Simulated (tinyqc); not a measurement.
# Input admittance of a MOSFET at zero drain bias: distributed channel and distributed gate: what changes with what

Source and drain grounded, strong inversion, w = 2 pi f, Cox = eps0 eox/tox. The channel is an RC line of resistance 1/(mu Cox Vo) per square fed from both ends, so one finger has the intrinsic admittance y = i w Cox L tanh(g)/g per width, g = (1/2) sqrt(i w tau), tau = L^2/(mu Vo). The vertical resistance rv/L is in series with y, the overlaps 2 i w Cov in parallel: y_t = 1/(1/y + rv/L) + 2 i w Cov. The gate strip is a line of Rsh/L per length loaded by y_t, so a finger has Y = y_t Wf tanh(k)/k, k = (Wf/sd) sqrt(y_t Rsh/L); the device has Nf Y.

Parameters, values chosen for the exercise; values of the order met in silicon radio-frequency transistors:
```
symbol  value        unit                                                                 meaning
eox      25.2              relative permittivity of the gate insulator (close to zirconium oxide)
tox        13          nm                                                     insulator thickness
L        0.16          um                                                          channel length
Wf         16          um                                                            finger width
Nf          8                                                                   number of fingers
mu        190  cm^2/(V s)                                                        channel mobility
Vo       0.71           V                                                          gate overdrive
Rsh       7.5  ohm/square                                            sheet resistance of the gate
rv        6.3    ohm um^2                                  vertical resistivity of the gate stack
sd          2                                       number of ends at which a finger is contacted
Cov      0.21       fF/um                             overlap and fringe capacitance on each side
f           6         GHz                                                               frequency
```

Constants: eps0 = 8.8541878128e-14 F/cm where lengths are in cm. Results are converted to the units shown.

Each table varies one quantity; the others keep the values above.

## Input impedance against frequency

Low-frequency limits, with c = Cox L and ct = c + 2 Cov: R_strip = Rsh Wf/(3 sd^2 L Nf), R_ch = (c/ct)^2 L/(12 mu Cox Vo Wf Nf), R_vert = (c/ct)^2 rv/(L Wf Nf), C = ct Wf Nf. Z = 1/(Nf Y) = R + 1/(i w C), Q = |Im Z|/R, far-point signal |1/cosh k|.

The same in every row: low-frequency R (ohm) = 8.382.

Results:

| f (GHz) | w tau | \|k\| | R (ohm) | C (fF) | Q | signal at the far point |
|---|---|---|---|---|---|---|
| 0.06 | 7.154e-4 | 0.05984 | 8.382 | 405.3 | 780.8 | 1.000 |
| 0.2 | 0.002385 | 0.1093 | 8.382 | 405.3 | 234.3 | 1.000 |
| 1 | 0.01192 | 0.2443 | 8.382 | 405.2 | 46.86 | 0.9997 |
| 3 | 0.03577 | 0.4231 | 8.380 | 405.0 | 15.63 | 0.9970 |
| 9 | 0.1073 | 0.7328 | 8.364 | 402.7 | 5.250 | 0.9735 |
| 20 | 0.2385 | 1.092 | 8.296 | 393.0 | 2.441 | 0.8858 |
| 70 | 0.8347 | 2.036 | 7.528 | 309.0 | 0.9773 | 0.4621 |
| 200 | 2.385 | 3.356 | 5.569 | 191.9 | 0.7445 | 0.1379 |

Estimate the missing row, f = 0.4 GHz.

Computed row:

| f (GHz) | w tau | \|k\| | R (ohm) | C (fF) | Q | signal at the far point |
|---|---|---|---|---|---|---|
| 0.4 | 0.004769 | 0.1545 | 8.382 | 405.3 | 117.1 | 0.9999 |

With this row back in the table: R falls from 8.38 to 5.57 ohm and C falls from 405 to 192 fF. Q goes as f^(-1.00) between the first two rows and f^(-0.26) between the last two, where w tau = 2.38 and |k| = 3.36. The low-frequency limits hold both R and C within 5 % up to f = 20 GHz among the rows.

## Effect of the gate overdrive

Same model as above.

Effect of the gate overdrive:

| Vo (V) | w tau | \|k\| | R (ohm) | low-frequency R (ohm) | C (fF) | Q | signal at the far point |
|---|---|---|---|---|---|---|---|
| 0.2 | 0.2540 | 0.5983 | 9.235 | 9.245 | 404.1 | 7.109 | 0.9857 |
| 0.35 | 0.1451 | 0.5984 | 8.722 | 8.730 | 404.1 | 7.526 | 0.9870 |
| 0.5 | 0.1016 | 0.5984 | 8.516 | 8.525 | 404.1 | 7.708 | 0.9876 |
| 0.65 | 0.07815 | 0.5984 | 8.406 | 8.414 | 404.1 | 7.809 | 0.9879 |
| 0.8 | 0.06349 | 0.5984 | 8.336 | 8.344 | 404.1 | 7.874 | 0.9881 |
| 0.95 | 0.05347 | 0.5984 | 8.289 | 8.297 | 404.1 | 7.919 | 0.9882 |
| 1.1 | 0.04618 | 0.5984 | 8.255 | 8.262 | 404.1 | 7.952 | 0.9883 |
| 1.25 | 0.04064 | 0.5984 | 8.229 | 8.236 | 404.1 | 7.977 | 0.9884 |

As Vo goes from 0.2 to 1.25, R falls from 9.23 to 8.23 ohm, C stays near 404 fF and Q rises from 7.11 to 7.98. Only the channel term depends on Vo.

Program tinyqc, `OMP_NUM_THREADS=1 python tinyqc.py 2262112 2262113 out.jsonl`; Intel Xeon 2.30GHz, shared host, one thread, about 0.01 s.
